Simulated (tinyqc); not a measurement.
Changing the temperature T: Born-von Karman spring model of a cubic crystal with one atom per cell. Computed by tinyqc, a small Python program. Command: `OMP_NUM_THREADS=1 python tinyqc.py 3001732 3001733 out.jsonl springs sweep`. One thread of a shared host (Intel(R) Xeon(R) Processor @ 2.30GHz), about 0.3 s of CPU time with the checks.

First neighbours lie at a/2 (1,1,0) (12 of them), second at a (1,0,0) (6), with all permutations and signs; the volume per atom is Omega = a^3/4.

Inputs (values chosen for the exercise, for a model crystal):
```
quantity                value           unit
lattice constant a       4.33       angstrom
atomic mass M             103              u
radial spring k1L       0.348  eV/angstrom^2
transverse spring k1T   0.017  eV/angstrom^2
radial spring k2L       0.059  eV/angstrom^2
transverse spring k2T  0.0035  eV/angstrom^2
mesh divisions n           10              -
```

Lattice: fcc.

Constants: nu for 1 eV/(angstrom^2 u) = 15.6333042 THz; h x 1 THz = 4.135667696 meV; k_B = 8.617333262e-05 eV/K; hbar^2/u = 4.18015928e-03 eV angstrom^2.

Method:
- A neighbour at R with unit vector n couples by the matrix K(R) = kL n n^T + kT (1 - n n^T), and D(q) = (1/M) sum_R K(R) [1 - cos(q.R)].
- An eigenvalue lambda of D in eV/(angstrom^2 u) gives nu = 15.6333042 THz x sqrt(lambda).
- Mesh: q = sum_i (m_i + 1/2)/n b_i, m_i = 0..n-1, with b = [[-1, 1, 1], [1, -1, 1], [1, 1, -1]] in 2 pi/a; sums are averages over the n^3 points, per atom.
- With x = h nu/(k_B T) and n = 1/(exp(x) - 1) for each mode: F = k_B T [x/2 + ln(1 - exp(-x))], U = k_B T x (n + 1/2), S/k_B = x n - ln(1 - exp(-x)), C/k_B = x^2 n (n + 1).
- <u_x^2> = (1/3) sum over modes of hbar^2/(2 M h nu) coth(x/2); zero-point energy = sum h nu/2. <u_x^2> converges slowly with the mesh, from below, with an error of order 1/n.

One run for each value; columns: (1) temperature T (K); (2) heat capacity C (k_B/atom); (3) entropy S (k_B/atom); (4) <u_x^2> (angstrom^2); (5) free energy F (meV/atom); (6) energy U (meV/atom):
```
(1)     (2)     (3)       (4)      (5)     (6)
40   1.9473  1.1871  0.003910    10.67   14.76
59   2.4365  2.0463  0.005077     8.00   18.41
87   2.7203  3.0534  0.006987     1.80   24.69
130  2.8699  4.1796  0.010079   -11.73   35.10
190  2.9381  5.2832  0.014499   -36.36   50.14
410  2.9866  7.5661  0.030938  -160.85  106.47
610  2.9939  8.7543  0.045952  -302.16  158.02
900  2.9972  9.9195  0.067747  -536.43  232.89
```

Give the missing row, temperature T (K) = 280.

Computed row; columns: (1) temperature T (K); (2) heat capacity C (k_B/atom); (3) entropy S (k_B/atom); (4) <u_x^2> (angstrom^2); (5) free energy F (meV/atom); (6) energy U (meV/atom):
```
(1)     (2)     (3)       (4)     (5)    (6)
280  2.9713  6.4297  0.021203  -82.06  73.08
```

Interpolating between the two neighbouring rows (the first column on a logarithmic scale, the others too where they are positive) misses most in free energy F (meV/atom), by 21 %. Over the rows, heat capacity C (k_B/atom) rises from 1.95 to 3.00 (exponent d ln y / d ln x 0.58 between the first rows and 0.0028 between the last); entropy S (k_B/atom) rises from 1.19 to 9.92 (exponent d ln y / d ln x 1.4 between the first rows and 0.32 between the last); <u_x^2> (angstrom^2) rises from 0.00391 to 0.0677 (exponent d ln y / d ln x 0.67 between the first rows and 1.00 between the last). At the high end the exponent of heat capacity C is 0.00, close to 0: the Dulong-Petit limit. At the high end the exponent of <u_x^2> is 1.00, close to 1: the classical law, k_B T over a spring constant. F is positive while zero-point energy rules and changes sign between 87.0 and 130 K, where T S overtakes U.

Caution (rows 610, 900): the root-mean-square displacement exceeds 12 % of the neighbour distance, where real crystals are near melting and the harmonic model fails.

Extremes, crossings and ranges named in words are read from the listed rows.
